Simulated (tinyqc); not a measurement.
Changing the time t: classical nucleation, growth and JMAK kinetics of crystallisation from a melt or glass. Computed by tinyqc, a small Python program. Command: `OMP_NUM_THREADS=1 python tinyqc.py 3008445 3008446 out.jsonl nucl sweep`. One thread of a shared host (Intel(R) Xeon(R) Processor @ 2.30GHz), about 0.01 s of CPU time with the checks.

A spherical nucleus with a sharp interface of isotropic energy gamma; lambda = Omega^(1/3) is the jump distance.

Inputs (values chosen for the exercise, for a model substance):
```
quantity                        value        unit
melting point T_m                 890           K
heat of melting per volume H      758      J/cm^3
interface energy gamma          0.095       J/m^2
atomic volume Omega              18.7  angstrom^3
temperature T                     644           K
diffusion prefactor D0        1.8e-06       m^2/s
activation energy Q              1.65          eV
```

Nucleation: homogeneous. Driving force: Turnbull (linear).

Constants: k_B = 8.617333262e-05 eV/K; k_B = 1.380649e-23 J/K.

Method:
- Driving force per volume: dG = H (T_m - T)/T_m.
- Shape factor f = 1.
- W(r) = f [4 pi r^2 gamma - (4/3) pi r^3 dG]; r* = 2 gamma/dG; W* = f 16 pi gamma^3/(3 dG^2); n* = f (4/3) pi r*^3/Omega.
- D = D0 exp(-Q/(k_B T)); attachment rate k+ = (A*/lambda^2) D/lambda^2 with A* = 4 pi r*^2; Zeldovich factor Z = sqrt(W*/(3 pi k_B T))/n*; sites per volume N = 1/Omega; I = N Z k+ exp(-W*/(k_B T)); lag time = 1/(4 pi Z^2 k+).
- Growth (Wilson-Frenkel): u = (D/lambda) [1 - exp(-dG Omega/(k_B T))].
- D = D0 exp(-Q/(k_B T)).
- JMAK with steady nucleation and growth, nuclei spread at random: extended fraction X_e = (pi/3) I u^3 t^4, X = 1 - exp(-X_e); t_X = [-3 ln(1 - X)/(pi I u^3)]^(1/4); final grains per volume = Gamma(5/4) (3/pi)^(1/4) (I/u)^(3/4), Gamma(5/4) = 0.9064024771. Grain size = (grains per volume)^(-1/3).

One run for each value:
```
time t (s)  fraction X at t  extended fraction
1400             3.1175e-03         3.1224e-03
1800             8.4959e-03         8.5322e-03
2300             2.2488e-02         2.2745e-02
2900             5.5865e-02         5.7486e-02
3800             1.5589e-01         1.6948e-01
5000             3.9829e-01         5.0799e-01
6400             7.4426e-01         1.3636e+00
8300             9.7888e-01         3.8573e+00
11000            9.9999e-01         1.1900e+01
```

Over the rows, fraction X at t rises from 0.00312 to 1.000 (exponent d ln y / d ln x 4.0 between the first rows and 0.076 between the last); extended fraction rises from 0.00312 to 11.9 (exponent d ln y / d ln x about 4.0 throughout). The extended fraction counts overlapping grains and goes as t^4 (one power from nucleation, three from growth); X follows it while small and saturates as grains impinge.
